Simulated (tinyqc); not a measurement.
Born-Oppenheimer dynamics on the UHF/3-21g surface (energies and gradients from PySCF), for H2-, spin multiplicity 2, step by step. The basis has no diffuse functions, so it cannot describe the extra electron: this is an exercise in the method, not the real anion. Computed by tinyqc, a small Python program that keeps every step (integrals from PySCF). Settings: charge = -1, multiplicity = 2, basis = 3-21g, time step (fs) = 1.0, steps = 24. Command: `OMP_NUM_THREADS=1 python tinyqc.py 20092 20093 out.jsonl` (the two numbers bound the seeds that draw the settings). One thread of a shared host (Intel(R) Xeon(R) Processor @ 2.60GHz), about 1 s of CPU time with the checks.

positions (bohr), order 1H, 2H:
$$\begin{pmatrix}
0.00000 & 0.00000 & 0.00000 \\
0.00000 & 0.00000 & 1.53824
\end{pmatrix}$$

The total energy should stay constant up to terms of order dt^2; the step counts as short enough if it moves by less than 2 % of the largest kinetic energy.

Trajectory:
```
time (fs)  1H-2H (angstrom)  potential (hartree)  kinetic (hartree)  total (hartree)
0.00000             0.81400           -0.8832284          0.0000063       -0.8832221
1.00000             0.86492           -0.8925428          0.0084131       -0.8841297
2.00000             1.00125           -0.9097661          0.0249686       -0.8847975
3.00000             1.18751           -0.9225010          0.0377121       -0.8847889
4.00000             1.39771           -0.9285203          0.0439272       -0.8845931
5.00000             1.61541           -0.9295154          0.0451189       -0.8843966
6.00000             1.83138           -0.9277201          0.0434393       -0.8842808
7.00000             2.04092           -0.9245966          0.0403699       -0.8842266
8.00000             2.24158           -0.9208752          0.0366755       -0.8841997
9.00000             2.43191           -0.9169285          0.0327471       -0.8841814
10.00000            2.61103           -0.9130003          0.0288340       -0.8841663
11.00000            2.77858           -0.9092790          0.0251240       -0.8841550
12.00000            2.93464           -0.9058976          0.0217493       -0.8841483
13.00000            3.07967           -0.9029265          0.0187806       -0.8841459
14.00000            3.21443           -0.9003807          0.0162341       -0.8841466
15.00000            3.33980           -0.8982366          0.0140876       -0.8841490
16.00000            3.45675           -0.8964503          0.0122982       -0.8841521
17.00000            3.56621           -0.8949709          0.0108156       -0.8841553
18.00000            3.66907           -0.8937486          0.0095904       -0.8841582
19.00000            3.76614           -0.8927388          0.0085780       -0.8841608
20.00000            3.85816           -0.8919032          0.0077402       -0.8841630
21.00000            3.94576           -0.8912100          0.0070453       -0.8841647
22.00000            4.02952           -0.8906333          0.0064671       -0.8841662
23.00000            4.10994           -0.8901520          0.0059846       -0.8841674
24.00000            4.18746           -0.8897490          0.0055806       -0.8841684
```

Is the time step short enough?

No. The total energy moves within 1.6e-03 hartree; that is over 2 % of the largest kinetic energy, so the time step is too long.
